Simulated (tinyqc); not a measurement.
Strength of the heavy-light coupling: shallow acceptor in the spherical four-band model.

The ground state 1S3/2 has an L = 0 part f(r) and an L = 2 part g(r). In units of Ry* and a*, with Gaussians f_i = exp(-a_i r^2), g_i = r^2 exp(-a_i r^2), A = a_i + a_j and I(n) = Gamma((n + 1)/2)/(2 A^((n + 1)/2)): S_ff = I(2), S_gg = I(6), H_ff = (6 a_i a_j/A) I(2) - 2 I(1), H_gg = (14 a_i a_j/A) I(6) - 2 I(5), H_fg = -mu [15 I(2) - 20 a_j I(4) + 4 a_j^2 I(6)]; each function is then normalised. The split-off band is left out.

Converged values use 22 exponents 2.2^i, i = -7 to 14, for f and for g.

Values chosen for the exercise (out of a larger set: near those of a shallow acceptor in Si, where the small spin-orbit splitting and strong warping make this model rough; not measured data): mus = (0.11, 0.32, 0.46, 0.65, 0.75, 0.83, 0.89) (couplings).

Ry* = 24.0371 meV

Converged values in Ry* and a*; the heavy-mass hydrogen model gives 1/(1 - mu).

Results:

| mu | binding (Ry*) | 1/(1 - mu) | ratio | L = 2 weight | <r> (a*) | binding (meV) |
|---|---|---|---|---|---|---|
| 0.11 | 1.011 | 1.124 | 0.900 | 0.005 | 1.486 | 24.3 |
| 0.32 | 1.102 | 1.471 | 0.750 | 0.044 | 1.382 | 26.5 |
| 0.46 | 1.241 | 1.852 | 0.670 | 0.092 | 1.249 | 29.8 |
| 0.65 | 1.653 | 2.857 | 0.579 | 0.190 | 0.970 | 39.7 |
| 0.75 | 2.145 | 4.000 | 0.536 | 0.259 | 0.766 | 51.6 |
| 0.83 | 2.966 | 5.882 | 0.504 | 0.324 | 0.568 | 71.3 |
| 0.89 | 4.370 | 9.091 | 0.481 | 0.378 | 0.395 | 105.0 |

What does the comparison show, and why?

The binding starts as 1 + O(mu^2), 1.011 at mu = 0.11, since the coupling enters in second order, and reaches 4.37 at mu = 0.89. The ratio to the heavy-mass model falls from 0.90 to 0.48, towards about 0.44 as mu goes to 1: the bound hole is only partly heavy. The L = 2 weight grows to 0.38 and the radius shrinks by a factor 3.8.

Program tinyqc; command `OMP_NUM_THREADS=1 python tinyqc.py 1252494 1252495 out.jsonl`; about 0.04 s on one thread of a shared Intel(R) Xeon(R) Processor @ 2.30GHz.
